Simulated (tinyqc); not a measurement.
Tight binding, honeycomb lattice, step by step. Computed by tinyqc, a small Python program that keeps every step. Settings: t1 = 2.43, t2 = 0, phi = 1.57, delta = 0, points = 7. Command: `OMP_NUM_THREADS=1 python tinyqc.py 26948 26949 out.jsonl` (the two numbers bound the seeds that draw the settings). One thread of a shared host (Intel(R) Xeon(R) Processor @ 2.60GHz), about 0.01 s of CPU time with the checks.

## Bloch Hamiltonian at k

Parameters chosen for this model:
```
parameter     value                        unit
t1         2.430000                 eV, nearest
t2                0       eV, second neighbours
phi        1.570000  rad, phase of t2 (Haldane)
delta             0          eV, +/- on A and B
```

k point k (fractions of the reciprocal vectors): 0.31000  0.19000

H_AB = -t1 (1 + exp(-i k.a1) + exp(-i k.a2)); H_AA = delta - 2 t2 sum cos(k.b + phi), H_BB = -delta - 2 t2 sum cos(k.b - phi), b = a1, a2 - a1, -a2.

H(k) at k (eV):
```
                   A                  B
A            0.00000  -2.43000+4.51871i
B  -2.43000-4.51871i            0.00000
```

## Levels at k

Diagonalise the Hermitian matrix.

eigenvalues (eV): -5.13066  5.13066

weights |c|^2 of the basis functions:
```
    band 1   band 2
A  0.50000  0.50000
B  0.50000  0.50000
```

## Bloch Hamiltonian at K

k point K (fractions of the reciprocal vectors): 0.33333  0.66667

As before.

H(k) at K (eV):
```
         A        B
A  0.00000  0.00000
B  0.00000  0.00000
```

## Levels at K

As before.

eigenvalues (eV): 0.00000  0.00000

## Bands along a path

The same steps at evenly spaced points between the labelled ones.

Bands along the path (eV):
```
k            band 1   band 2
G          -7.29000  7.29000
G-K 0.25   -6.63888  6.63888
G-K 0.50   -4.86000  4.86000
G-K 0.75   -2.43000  2.43000
K                 0        0
K-M 0.25   -1.00654  1.00654
K-M 0.50   -1.77888  1.77888
K-M 0.75   -2.26440  2.26440
M          -2.43000  2.43000
M-K' 0.25  -2.26440  2.26440
M-K' 0.50  -1.77888  1.77888
M-K' 0.75  -1.00654  1.00654
K'                0        0
```

With 1 band(s) filled, the highest filled level on these points lies at K and the lowest empty one at K: the bands touch or overlap, so there is no gap.
